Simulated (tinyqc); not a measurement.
Worked calculation: deep level with several charge states, and Shockley-Read-Hall recombination. Values are carried at full precision from step to step, so a last printed digit may differ when a step is redone from the rounded ones.

Energies from Ev. The defect has charge states +1, 0, -1 with weights 1, gm exp((EF - E1)/kT), exp((2 EF - E1 - E2)/kT); the shares are the weights over their sum. Boltzmann carriers: n = Nc exp((EF - Eg)/kT), p = Nv exp(-EF/kT). Neutrality: p - n + Nd + Nt <q> = 0.

Constants: kB = 8.617333262e-05 eV/K.

Parameters, chosen for this exercise (gap and densities of states near those of Si at this temperature; the results hold for these values, not for the real material):
```
symbol  value     unit    meaning
Eg      1.067     eV      gap
Nc      5.23e+19  1/cm^3  conduction-band density of states
Nv      1.95e+19  1/cm^3  valence-band density of states
T       450       K
E1      0.767     eV      level (+1/0) above Ev
E2      0.598     eV      level (0/-1) above Ev
gm      2                 degeneracy of the middle state, the others 1
Nt      1.3e+16   1/cm^3  defects
Nd      -1.8e+15  1/cm^3  ionised shallow donors minus acceptors
E_try   0.546     eV      trial Fermi level
Et      0.598     eV      recombination level above Ev
sn      3.4e-14   cm^2    electron capture cross-section
sp_     4.1e-16   cm^2    hole capture cross-section
vth     19000000  cm/s    thermal velocity, both carriers
Nm      1.3e+17   1/cm^3  equilibrium holes for the lifetime steps
dn      1.3e+13   1/cm^3  excess pairs
```

## Charge states at a trial Fermi level

Form the exponents, the shares, the mean charge and the residual of neutrality at EF = E_try.

exponents of the second and third weights: -5.699  -7.040

shares: +1 0.9925, 0 0.0066, -1 0.0009

<q> = 0.9916

n, p (1/cm^3): 7.65e+13  1.50e+13

residual = 1.10e+16 1/cm^3

The residual is positive, so EF must rise.

## The neutral state

Solve for EF.

EF = 0.6700 eV

shares at EF: +1 0.593, 0 0.097, -1 0.310

n = 1.87e+15 1/cm^3
p = 6.12e+11 1/cm^3

Without the defects the majority density would be 1.80e+15 1/cm^3; with them the density of these carriers is 6.12e+11, below that of the other kind: the type has inverted, so the defects more than cancel the doping. Most defects are in the state +1. The level order is inverted (negative U), so the middle state is never the most common.

## Recombination through one level

One level at Et with degeneracy 1: tn = 1/(sn vth Nt), tp = 1/(sp_ vth Nt), n1 = Nc exp((Et - Eg)/kT), p1 = Nv exp(-Et/kT), ni^2 = n1 p1. Equilibrium p0 = Nm, n0 = ni^2/Nm; n = n0 + dn, p = p0 + dn. U = (n p - ni^2)/(tp (n + n1) + tn (p + p1)), lifetime dn/U; emission rates en = sn vth n1, ep = sp_ vth p1.

Evaluate each quantity.

tn, tp (microsecond): 0.0001191  0.009875

n1, p1 (1/cm^3): 2.92e+14  3.91e+12

U = 9.14e+22 1/(cm^3 s)
lifetime = 0.000142 microsecond

The lifetime is 1.195 times the minority capture time tn and 0.0142 times tn + tp, the limit of high injection.

## Emission and generation in a depleted region

With n = p = 0 the level generates pairs at G = Nt en ep/(en + ep); generation lifetime tg = ni/G; current density e G W for a width W = 1 micrometre, e = 1.602176634e-19 C.

en, ep (1/s): 1.89e+08  3.05e+04

G = 3.96e+20 1/(cm^3 s)
tg = 0.0853 microsecond
current density = 0.00635 A/cm^2

The slower step, hole emission, limits the rate: en/ep = 6.19e+03.

## Checks

- U against hole capture minus emission at the steady occupation of the level (1/(cm^3 s)): both 9.137e+22.

(tinyqc, `OMP_NUM_THREADS=1 python tinyqc.py 1652773 1652774 out.jsonl`, Intel(R) Xeon(R) Processor @ 2.30GHz, 1 thread, shared host, about 0.01 s.)
